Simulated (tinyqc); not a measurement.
First phase against the interface composition: thermodynamics of metal silicides: hull, first phase, silicon consumed, nucleation and stability against SiO2. Computed by tinyqc, a small Python program. Command: `OMP_NUM_THREADS=1 python tinyqc.py 3022279 3022280 out.jsonl silphase walk`. One thread of a shared host (Intel(R) Xeon(R) Processor @ 2.30GHz), about 0.01 s of CPU time with the checks.

Entropies of formation of the solids are neglected, so heats stand for free energies. Si fractions: M5Si3 0.3750, MSi 0.5000, MSi2 0.6667.

Inputs (values chosen for the exercise, of the order of those of tungsten silicides for heats and volumes only): heat of formation of M5Si3 = -16.8 kJ/mol atoms; heat of formation of MSi = -14.8 kJ/mol atoms; heat of formation of MSi2 = -27.1 kJ/mol atoms.

Phases: M5Si3, MSi, MSi2.

Method. Effective heat of formation: at the interface the mixture has the Si fraction x_e; the limiting element scales the heat, H_eff = H x_e/x if x_e < x, H (1 - x_e)/(1 - x) otherwise. The rule names the most negative as the first phase; its restriction to congruently melting phases is left out here.

H_eff (kJ/mol atoms):
```
x_e      M5Si3      MSi     MSi2  first phase
0.10   -4.4800   -2.960   -4.065        M5Si3
0.20   -8.9600   -5.920   -8.130        M5Si3
0.30  -13.4400   -8.880  -12.195        M5Si3
0.36  -16.1280  -10.656  -14.634        M5Si3
0.42  -15.5904  -12.432  -17.073         MSi2
0.48  -13.9776  -14.208  -19.512         MSi2
0.54  -12.3648  -13.616  -21.951         MSi2
0.60  -10.7520  -11.840  -24.390         MSi2
0.66   -9.1392  -10.064  -26.829         MSi2
0.75   -6.7200   -7.400  -20.325         MSi2
```

What follows from these numbers?

Each phase is a triangle with its apex at its own composition. In order of x_e the first phase is M5Si3, then MSi2. On either side of all three the ranking is that of H/x (Si-poor) or H/(1 - x) (Si-rich).
